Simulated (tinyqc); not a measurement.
Deep-level transient spectroscopy (DLTS) of one majority-carrier trap: one step, computed by the program tinyqc. Command: `OMP_NUM_THREADS=1 python tinyqc.py 3023761 3023762 out.jsonl dlts walk`. One thread of a shared host (Intel(R) Xeon(R) Processor @ 2.30GHz), about 0.07 s of CPU time with the checks.

A filling pulse loads the traps in a one-sided junction; under reverse bias they empty at the rate e, and the capacitance relaxes as C(t) = C_0 - dC exp(-e t). The signal is S = [C(t_2) - C(t_1)]/dC.

Problem. Emission rate at T. e = g sigma v N_b exp(-E/k_B T), v = sqrt(3 k_B T/m), N_b = 2 M (2 pi m k_B T/h^2)^(3/2), sigma = sigma_0, E = E_t - dE with the one-dimensional Poole-Frenkel lowering dE = sqrt(e^3 F/(pi eps eps_0)), F being held as an input apart from the bias (the centre is charged when empty).

Inputs (values chosen for the exercise, with mass and screening modelled on GaSb):

| quantity | value | unit |
|---|---|---|
| density-of-states mass m | 0.388 | m_0 |
| valleys M | 1 | - |
| trap depth E_t | 0.202 | eV |
| cross-section sigma_0 | 3.4e-14 | cm^2 |
| degeneracy ratio g | 1 | - |
| temperature T | 120 | K |
| dielectric constant eps | 16 | - |
| mean field F | 71000 | V/cm |

Carriers: holes. Extra term: Poole-Frenkel lowering.

Constants: k_B = 8.617333262e-05 eV/K; k_B = 1.380649e-23 J/K; m_0 = 9.1093837015e-31 kg; h = 6.62607015e-34 J s; e = 1.602176634e-19 C; eps_0 = 8.8541878128e-12 F/m.

Give: thermal velocity v; N_b; sigma; E; emission rate e.

Solution.

thermal velocity v = 1.186e+07 cm/s

N_b = 1.534e+18 cm^-3

sigma = 3.40e-14 cm^2

E = 0.1514 eV

emission rate e = 2.698e+05 1/s
